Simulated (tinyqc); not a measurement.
Thermal RC ladder, step response: time step and accuracy.

A ladder of 2 nodes: R_i joins node i to node i + 1, the last R to the ambient; C_i is the heat capacity of node i; theta is the rise above ambient, zero at t = 0. d theta/dt = -A theta + b with b = (Pw/C_1, 0, ...), times in ms.

A = C^(-1) K, K_ii = 1/R_(i-1) + 1/R_i (no first term for node 1), K_(i,i+1) = K_(i+1,i) = -1/R_i. The time constants tau_k are the inverse eigenvalues of A; the rise of node 1 per watt is Z(t) = sum_k r_k (1 - exp(-t/tau_k)), with r_k = v_k1^2 tau_k/C_1 and v_k the unit eigenvectors of C^(-1/2) K C^(-1/2). Both schemes run from t = 0 to 0.7 ms in M equal steps dt: explicit, theta(new) = theta + dt (b - A theta); implicit, (1 + dt A) theta(new) = theta + dt b. Errors of node 1 are against Pw Z; tau_1 is the shortest time constant.

Parameters, values chosen for the exercise:
```
symbol,value,unit,meaning
R,"[0.69, 0.53]",K/W,"resistances, junction to ambient"
C,"[0.27, 4.2]",mJ/K,heat capacities of the nodes
Pw,2.3,W,power at node 1 from t = 0
```

Result of one run:
```
dt/tau_1  error, explicit (%)  error, implicit (%)
0.2512                 0.8271              -0.9482
```

Which number of steps M gave this result: 2, 3, 4, 16 or 128?

M = 16.

The whole series:
```
M    dt/tau_1  error, explicit (%)  error, implicit (%)
2       2.010               -78.95               -8.652
3       1.340                5.540               -5.668
4       1.005                2.142               -4.168
8      0.5024                1.482               -1.977
16     0.2512               0.8271              -0.9482
32     0.1256               0.4317              -0.4617
64    0.06280               0.2200              -0.2275
128   0.03140               0.1110              -0.1128
```

With 2 steps the errors are -79 % (explicit) and -8.7 % (implicit), with 128 steps 0.11 and -0.11 %. The last doubling divides them by 2.0 and 2.0: both schemes are of first order, with errors of opposite sign. The explicit scheme is stable only for dt < 2 tau_1, and the first row, at 2.01, sits next to that limit, so its error does not follow the trend.

Computed by the program tinyqc: `OMP_NUM_THREADS=1 python tinyqc.py 2520039 2520040 out.jsonl`, one thread of a shared Intel Xeon 2.30GHz, about 0.01 s for the whole run.
